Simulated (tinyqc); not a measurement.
Conversion gain and read noise from the photon-transfer curve.

Inverse problem. Temporal variance = CG x mean output + vn^2 (dark signal removed), CG = q As/Cf. Find CG, vn, the read noise in electrons and Cf.

Inputs (values chosen for the exercise):

| symbol | value | unit | meaning |
|---|---|---|---|
| As | 0.93 |  | source-follower gain |

Constants: q = 1.602176634e-19 C. Results are converted to the units shown.

temporal variance at mean outputs of 40 and 240 mV (mV^2): 3.141654199  18.82612020

Solution. Poisson statistics make the slope equal to CG; the intercept is vn^2.

CG = 78.4 uV/electron
vn = 69.0 uV
read noise = 0.880 electrons
Cf = 1.90 fF

Computed by the program tinyqc: `OMP_NUM_THREADS=1 python tinyqc.py 2630011 2630012 out.jsonl`, one thread of a shared Intel Xeon 2.30GHz, about 0.01 s for the whole run.
